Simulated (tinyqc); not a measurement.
Threshold-voltage variability of a planar MOSFET, analytic estimates: effect of the oxide-equivalent thickness in inversion.

Three independent sources add in quadrature: random dopants in the depleted layer, metal-gate grains of two orientations, and roughness of the two gate edges acting through the roll-off VT = VT(long) - Vr exp(-L/l). These are first-order estimates: no three-dimensional electrostatics, no percolation.

ni = sqrt(Nc Nv) exp(-Eg/(2 Vt)), Eg in volts; Cox = 3.9 eps0/ti; Wd = sqrt(4 eps0 eps_r Vt ln(Na/ni)/(q Na)); dopants: s1 = (q/Cox) sqrt(Na Wd/(3 L W)). Grains: Ng = L W/G^2 (at least 1), s2 = dW sqrt(p (1 - p)/Ng). Edges, with exponential correlation and u = W/La: the mean gate length has sL^2 = 2 De^2 (2/u)[1 - (1 - exp(-u))/u]; s3 = sL (Vr/l) exp(-L/l). s = sqrt(s1^2 + s2^2 + s3^2). l and Vr are held fixed.

Inputs (values chosen for the exercise); material values close to those of silicon: temperature T = 300 K; band gap Eg = 1.1 eV; relative permittivity of the semiconductor eps_r = 11.6; conduction-band density of states at T Nc = 2.86e19 cm^-3; valence-band density of states at T Nv = 2.6e19 cm^-3; channel doping Na = 1.1e18 cm^-3; gate length L = 20 nm; gate width W = 22 nm; metal grain size G = 7 nm; work-function difference of the two grain orientations dW = 0.15 eV; share of the orientation of higher work function p = 0.6; rms roughness of one gate edge De = 1.7 nm; correlation length of the roughness La = 15 nm; decay length of the threshold roll-off l = 3.6 nm; prefactor of the roll-off Vr = 1.1 V.

Constants: q = 1.602176634e-19 C, kB = 1.380649e-23 J/K, Vt = kB T/q, eps0 = 8.8541878128e-14 F/cm where lengths are in cm. Results are converted to the units shown.

The same in every row: s2 (mV) = 24.52; s3 (mV) = 2.287.

Results:
```
ti (nm),s1 (mV),s (mV),s sqrt(L W) (mV um)
0.8,19.46,31.39,0.6585
1.2,29.20,38.20,0.8012
1.6,38.93,46.06,0.9662
2,48.66,54.54,1.144
2.8,68.12,72.44,1.519
3.2,77.85,81.66,1.713
```

Estimate the missing row, ti = 2.4 nm.

Computed row:
```
ti (nm),s1 (mV),s (mV),s sqrt(L W) (mV um)
2.4,58.39,63.37,1.329
```

With this row back in the table: As ti goes from 0.8 to 3.2 nm, s rises from 31.4 to 81.7 mV. The largest source is the grains in the first row and the dopants in the last. s1 goes on average as ti^(1.00). In every row the depletion depth exceeds L, so source and drain share much of the charge and s1 is rough.

tinyqc, about 0.01 s, one thread, Intel Xeon 2.30GHz (shared host): `OMP_NUM_THREADS=1 python tinyqc.py 2090112 2090113 out.jsonl`
